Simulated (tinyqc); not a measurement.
Inside a calculation. Method: Hubbard chain of 4 sites. Computed by tinyqc, a small Python program that keeps every step. Settings: hopping = 0.99, U = 7.5, mixing = 1, iteration cap = 86. Command: `OMP_NUM_THREADS=1 python tinyqc.py 24370 24371 out.jsonl` (the two numbers bound the seeds that draw the settings). One thread of a shared host (Intel(R) Xeon(R) Processor @ 2.60GHz), about 0.2 s of CPU time with the checks. Later iterations appear only in the table of the cycle.

## Mean-field iteration 1

one-body matrix (hopping and site energies) (eV), order 1, 2, 3, 4:
$$\begin{pmatrix}
0.000000 & -0.990000 & 0.000000 & 0.000000 \\
-0.990000 & 0.000000 & -0.990000 & 0.000000 \\
0.000000 & -0.990000 & 0.000000 & -0.990000 \\
0.000000 & 0.000000 & -0.990000 & 0.000000
\end{pmatrix}$$

U = 7.500000 eV

electrons, up and down: [1, 1]

mixing = 1

n(up) at the start (a guess, not normalised): 1 0.250000, 2 0.250000, 3 0.250000, 4 0.250000

n(down) at the start (a guess): 1 0.250000, 2 0.250000, 3 0.250000, 4 0.250000

H(up) = T + U n(down), H(down) = T + U n(up); fill the lowest levels; n(new) = n + mixing (n(out) - n); E = tr T (rho up + rho down) + U sum n_up n_down of the output.

levels, up (eV): [0.273146, 1.263146, 2.486854, 3.476854]

levels, down (eV): [0.273146, 1.263146, 2.486854, 3.476854]

energy = -0.953707 eV

n(up) after iteration 1: 1 0.138197, 2 0.361803, 3 0.361803, 4 0.138197

n(down) after iteration 1: 1 0.138197, 2 0.361803, 3 0.361803, 4 0.138197

## Mean-field iteration 2

As before.

levels, up (eV): [0.332093, 0.709160, 2.427907, 4.030840]

levels, down (eV): [0.332093, 0.709160, 2.427907, 4.030840]

energy = -0.459544 eV

n(up) after iteration 2: 1 0.331955, 2 0.168045, 3 0.168045, 4 0.331955

n(down) after iteration 2: 1 0.331955, 2 0.168045, 3 0.168045, 4 0.331955

## Mean-field iteration 3

As before.

levels, up (eV): [-0.107095, 1.372794, 2.867095, 3.367206]

levels, down (eV): [-0.107095, 1.372794, 2.867095, 3.367206]

energy = -0.127860 eV

n(up) after iteration 3: 1 0.063451, 2 0.436549, 3 0.436549, 4 0.063451

n(down) after iteration 3: 1 0.063451, 2 0.436549, 3 0.436549, 4 0.063451

## Convergence

Each step fills the lowest levels of T + U n(other spin) and sets n(new) = n + mixing (n(out) - n); stop when output and input agree to 1e-8.

Course of the cycle:
```
iteration       E (eV)  largest |n(out) - n(in)|  mean |n_up - n_down|
1          -0.95370730                  1.12e-01              0.000000
2          -0.45954372                  1.94e-01              0.000000
3          -0.12785969                  2.69e-01              0.000000
4           0.94321337                  3.55e-01              0.000000
5           0.47534784                  3.86e-01              0.000000
6           1.40150149                  4.07e-01              0.000000
7           0.57294702                  4.11e-01              0.000000
8           1.45396512                  4.13e-01              0.000000
9           0.58258526                  4.13e-01              0.000000
10          1.45889026                  4.13e-01              0.000000
11          0.58347591                  4.13e-01              0.000000
...                ...                       ...                   ...
76          1.18959684                  4.75e-01              0.000000
77          1.18959684                  4.75e-01              0.000000
78          1.18959684                  4.75e-01              0.000000
79          1.18959684                  4.75e-01              0.000000
80          1.18959684                  4.75e-01              0.000000
81          1.18959684                  4.75e-01              0.000000
82          1.18959684                  4.75e-01              0.000000
83          1.18959684                  4.75e-01              0.000000
84          1.18959684                  4.75e-01              0.000000
85          1.18959684                  4.75e-01              0.000000
86          1.18959684                  4.75e-01              0.000000
```

Not converged within 86 iterations: the residual has stopped falling. The lowest mean-field energy found from random starts is -2.19598 eV. Reruns (cap 100 unless said): mixing 0.2: converged in 21 to a higher stationary point (E = -1.18030); mixing 0.5: converged in 19 to a higher stationary point (E = -1.18030); mixing 0.9: not converged; the original settings with a cap of 400: not converged.

## The many-body Hamiltonian

Basis: all placements (u, d, 2, 0 on each site), up operators ordered before down ones; hops carry the sign of the same-spin electrons passed.

H (eV):
```
           2000       ud00       u0d0       u00d       du00       0200       0ud0       0u0d
2000   7.500000  -0.990000   0.000000   0.000000  -0.990000   0.000000   0.000000   0.000000
ud00  -0.990000   0.000000  -0.990000   0.000000   0.000000  -0.990000   0.000000   0.000000
u0d0   0.000000  -0.990000   0.000000  -0.990000   0.000000   0.000000  -0.990000   0.000000
u00d   0.000000   0.000000  -0.990000   0.000000   0.000000   0.000000   0.000000  -0.990000
du00  -0.990000   0.000000   0.000000   0.000000   0.000000  -0.990000   0.000000   0.000000
0200   0.000000  -0.990000   0.000000   0.000000  -0.990000   7.500000  -0.990000   0.000000
0ud0   0.000000   0.000000  -0.990000   0.000000   0.000000  -0.990000   0.000000  -0.990000
0u0d   0.000000   0.000000   0.000000  -0.990000   0.000000   0.000000  -0.990000   0.000000
d0u0   0.000000   0.000000   0.000000   0.000000  -0.990000   0.000000   0.000000   0.000000
0du0   0.000000   0.000000   0.000000   0.000000   0.000000  -0.990000   0.000000   0.000000
0020   0.000000   0.000000   0.000000   0.000000   0.000000   0.000000  -0.990000   0.000000
00ud   0.000000   0.000000   0.000000   0.000000   0.000000   0.000000   0.000000  -0.990000
d00u   0.000000   0.000000   0.000000   0.000000   0.000000   0.000000   0.000000   0.000000
0d0u   0.000000   0.000000   0.000000   0.000000   0.000000   0.000000   0.000000   0.000000
00du   0.000000   0.000000   0.000000   0.000000   0.000000   0.000000   0.000000   0.000000
0002   0.000000   0.000000   0.000000   0.000000   0.000000   0.000000   0.000000   0.000000

           d0u0       0du0       0020       00ud       d00u       0d0u       00du       0002
2000   0.000000   0.000000   0.000000   0.000000   0.000000   0.000000   0.000000   0.000000
ud00   0.000000   0.000000   0.000000   0.000000   0.000000   0.000000   0.000000   0.000000
u0d0   0.000000   0.000000   0.000000   0.000000   0.000000   0.000000   0.000000   0.000000
u00d   0.000000   0.000000   0.000000   0.000000   0.000000   0.000000   0.000000   0.000000
du00  -0.990000   0.000000   0.000000   0.000000   0.000000   0.000000   0.000000   0.000000
0200   0.000000  -0.990000   0.000000   0.000000   0.000000   0.000000   0.000000   0.000000
0ud0   0.000000   0.000000  -0.990000   0.000000   0.000000   0.000000   0.000000   0.000000
0u0d   0.000000   0.000000   0.000000  -0.990000   0.000000   0.000000   0.000000   0.000000
d0u0   0.000000  -0.990000   0.000000   0.000000  -0.990000   0.000000   0.000000   0.000000
0du0  -0.990000   0.000000  -0.990000   0.000000   0.000000  -0.990000   0.000000   0.000000
0020   0.000000  -0.990000   7.500000  -0.990000   0.000000   0.000000  -0.990000   0.000000
00ud   0.000000   0.000000  -0.990000   0.000000   0.000000   0.000000   0.000000  -0.990000
d00u  -0.990000   0.000000   0.000000   0.000000   0.000000  -0.990000   0.000000   0.000000
0d0u   0.000000  -0.990000   0.000000   0.000000  -0.990000   0.000000  -0.990000   0.000000
00du   0.000000   0.000000  -0.990000   0.000000   0.000000  -0.990000   0.000000  -0.990000
0002   0.000000   0.000000   0.000000  -0.990000   0.000000   0.000000  -0.990000   7.500000
```

## Exact diagonalisation (16 states)

Lowest levels of the sector, and the double occupancy of the lowest state.

lowest levels (eV): [-2.447003, -2.213707, -1.239385, -0.990000, -0.349363, -0.141685]

double occupancy per site = 0.006657

## The lowest level by Lanczos steps

From a random start vector (not printed): a_j = <q_j|H|q_j>, b_j = norm of the remainder after orthogonalising; the Ritz value is the lowest eigenvalue of the tridiagonal matrix of a and b so far.

Lanczos:
```
j    a_j (eV)  b_j (eV)  lowest Ritz value (eV)
1    2.185751  4.068318              2.18575099
2    4.398783  2.508932             -0.92384385
3    0.433932  1.659142             -2.04758988
4    2.641897  3.298624             -2.26478357
5    5.404809  1.877624             -2.35570187
6    0.241026  1.739493             -2.38328695
7    3.765108  4.188439             -2.39187697
8    2.879553  1.487428             -2.41148703
9   -0.239109  1.072878             -2.43861425
10   3.678469  3.078355             -2.44456872
```
